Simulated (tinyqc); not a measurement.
Shockley state of an s-p chain by decimation: sweeps and comparisons. A value that a table varies takes the place of the one given here.

Each site has s at -d/2 and p at +d/2: H0 = diag(-d/2, d/2). The block to the next site on the right is H1 = [[-ts, u], [-u, tp]] (rows s, p of site n; columns s, p of site n + 1). Bulk: H(k) = [[-d/2 - 2 ts cos k, 2i u sin k], [-2i u sin k, d/2 + 2 tp cos k]]. The bands are inverted at k = pi if d < 2 (ts + tp).

Decimation (Sancho-Rubio) at z = E + i eta: start with es = e = H0, A = H1, B = H1^T. Each round forms g = (z - e)^-1 and sets es += A g B, e += A g B + B g A, A = A g A, B = B g B, doubling the length covered. Stop when all |A| < 1e-10. Surface G = (z - es)^-1, bulk G = (z - e)^-1; densities -Im tr G/pi.

Values chosen for the exercise:

| symbol | value | unit | meaning |
|---|---|---|---|
| d | 5.43 | eV | Ep - Es |
| ts | 0.74 | eV | s-s hopping |
| tp | 1.5 | eV | p-p hopping |
| u | 0.57 | eV | s-p hopping |
| eta | 0.02 | eV | broadening |
| E1 | -1.43 | eV | first energy |
| dE | 0.135 | eV | step |
| E | 0.41 | eV | energy |

## Surface against bulk across the gap

Eleven energies E1 + j dE.

Densities (1/eV):

| E (eV) | surface | bulk |
|---|---|---|
| -1.430 | 0.1896 | 0.3317 |
| -1.295 | 0.1181 | 0.4798 |
| -1.160 | 0.0132 | 0.0578 |
| -1.025 | 0.0068 | 0.0156 |
| -0.890 | 0.0050 | 0.0095 |
| -0.755 | 0.0043 | 0.0080 |
| -0.620 | 0.0041 | 0.0088 |
| -0.485 | 0.0046 | 0.0140 |
| -0.350 | 0.0075 | 0.0580 |
| -0.215 | 0.0534 | 0.3697 |
| -0.080 | 0.0843 | 0.2443 |

edges of the bulk gap (201 k points) (eV): -1.2350  -0.2850

What can be read from the table?

Inside the gap the bulk density is only the tail of the broadening, at least 0.0080. The surface density has no peak there, and a chain of 60 sites has no level in the gap.

## Through the band inversion

d = f 2 (ts + tp). Gap edges from 201 k points; levels in the gap from an open chain of 60 sites (their mean, and the weight on the two end sites summed over them, divided by their number); a dash: none.

Against d:

| f | d (eV) | top of lower band (eV) | bottom of upper band (eV) | levels in the gap | mean level (eV) | end weight |
|---|---|---|---|---|---|---|
| 0.10 | 0.448 | -1.1433 | 0.9381 | 2 | -0.0760 | 0.902 |
| 0.30 | 1.344 | -1.2898 | 0.6744 | 2 | -0.2280 | 0.829 |
| 0.50 | 2.240 | -1.3657 | 0.3400 | 2 | -0.3800 | 0.683 |
| 0.70 | 3.136 | -1.3277 | -0.0880 | 2 | -0.5320 | 0.465 |
| 0.85 | 3.808 | -1.0960 | -0.4240 | 2 | -0.6460 | 0.253 |
| 1.15 | 5.152 | -1.0960 | -0.4240 | 0 | - | - |
| 1.30 | 5.824 | -1.4320 | -0.0880 | 0 | - | - |
| 1.60 | 7.168 | -2.1040 | 0.5840 | 0 | - | - |

How do the results move?

Levels in the gap appear for f = 0.1, 0.3, 0.5, 0.7 and 0.85 and for none of the other rows; the gap closes at f = 1. The level lies at -0.0760 eV for f = 0.1 and -0.6460 eV for f = 0.85, on the line E = d (ts - tp)/(2 (ts + tp)), and its end weight goes from 0.90 to 0.25: no shift of the surface potential is needed, the inversion alone binds it.

## What each parameter does

Gap edges from 201 k points between 0 and pi, and the surface density at E by decimation. Each row changes one parameter from the base and keeps the others.

Results:

| case | top of lower band (eV) | bottom of upper band (eV) | surface density (1/eV) |
|---|---|---|---|
| base | -1.2350 | -0.2850 | 0.1319 |
| d = 5.973 eV | -1.5065 | -0.0135 | 0.1075 |
| ts = 0.814 eV | -1.0870 | -0.2850 | 0.1316 |
| tp = 1.65 eV | -1.2350 | -0.5850 | 0.1331 |
| u = 0.627 eV | -1.2350 | -0.2850 | 0.1315 |
| eta = 0.04 eV | -1.2350 | -0.2850 | 0.1314 |

What can be read from the table?

The largest shifts from the base row, up to three for each result and ties (the steps differ in size, so this ranks the rows, not the parameters). top of lower band (eV): d -0.2715, ts +0.1480; unchanged at the printed digits by tp, u and eta. bottom of upper band (eV): tp -0.3000, d +0.2715; unchanged at the printed digits by ts, u and eta. surface density (1/eV): d -0.0245, tp +0.0012, eta -0.0005, u -0.0005. The base chain is not inverted, so no surface state lies in the gap; E lies in the upper band.

Program tinyqc; command `OMP_NUM_THREADS=1 python tinyqc.py 1452296 1452297 out.jsonl`; about 0.1 s on one thread of a shared Intel(R) Xeon(R) Processor @ 2.30GHz.
